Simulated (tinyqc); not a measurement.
Convergence with the mesh: Koster-Slater impurity in an sp3s* host.

sp3s* tight binding, nearest neighbours only: anion (a) at 0, cation (c) at a/4 (1,1,1), orbitals s, px, py, pz, s* on each; k in units of 2 pi/a. With phases e_j = exp(i (pi/2) k.n_j) for n = (1,1,1), (1,-1,-1), (-1,1,-1), (-1,-1,1): g0 = (e1+e2+e3+e4)/4, g1 = (e1+e2-e3-e4)/4, g2 = (e1-e2+e3-e4)/4, g3 = (e1-e2-e3+e4)/4. The diagonal holds the levels Esa, Epa, Exa (s*) and Esc, Epc, Exc. Anion-cation block: <sa|sc> = Vss g0; <sa|xc> = Vsapc g1; <xa|sc> = -Vscpa g1; <xa|xc> = Vxx g0; <xa|yc> = <ya|xc> = Vxy g3, <xa|zc> = <za|xc> = Vxy g2, <ya|zc> = <za|yc> = Vxy g1; <s*a|xc> = Vxapc g1; <xa|s*c> = -Vpaxc g1; y and z take g2 and g3 in place of g1; s-s* and s*-s* vanish.

A defect on a cation site (c) shifts the s level there by Vs or the three p levels by Vp and leaves the rest. A level in the gap solves 1/Vs = G_s(E) (symmetry A1) or 1/Vp = G_p(E) (T2, threefold), with G(E) = (1/N^3) sum over k and bands of w/(E - e), where w is the weight of the state on the s orbital of that site, or the mean weight on its px, py, pz. Mesh: k = f1 (-1,1,1) + f2 (1,-1,1) + f3 (1,1,-1), f = (j + 1/2)/N, j = 0 to N - 1. Energies from the top of the valence band at Gamma; the s* orbital of the site is left as it is. An infinite shift removes the s or p orbitals, the model of the ideal vacancy: G(E) = 0.

Inputs chosen for the exercise (out of a larger set: near a published set for diamond; not measured data): p = (-4.549, 3.84, -4.549, 3.84, 11.342, 11.342, -22.725, 3.849, 11.656, 15.171, 15.171, 8.196, 8.196) eV (order Esa, Epa, Esc, Epc, Exa, Exc, Vss, Vxx, Vxy, Vsapc, Vscpa, Vxapc, Vpaxc); V = -66.9 eV (shift of the p levels).

Eg (smallest gap of the host) = 5.30934 eV

The same level (G_p = 1/V) on meshes of growing size; a dash: no level from 0 to Eg.

Mesh:

| N | points | G_p(Eg/2) (1/eV) | level (eV) |
|---|---|---|---|
| 2 | 8 | -0.00248 | 3.4782 |
| 3 | 27 | -0.00313 | 3.4286 |
| 4 | 64 | -0.00318 | 3.4235 |
| 6 | 216 | -0.00319 | 3.4227 |
| 8 | 512 | -0.00319 | 3.4227 |

What can be read from this table?

Against N = 8, G at mid-gap is off by +0.00071 at N = 2 and 0.00000 1/eV at N = 6; the level moves by 0.0 meV from N = 6 to 8. Errors in G are magnified in the level by 1/|dG/dE|, and a level near a band edge needs the finest mesh, since the sum there is ruled by few points.

(tinyqc, `OMP_NUM_THREADS=1 python tinyqc.py 1451704 1451705 out.jsonl`, Intel(R) Xeon(R) Processor @ 2.30GHz, 1 thread, shared host, about 0.08 s.)
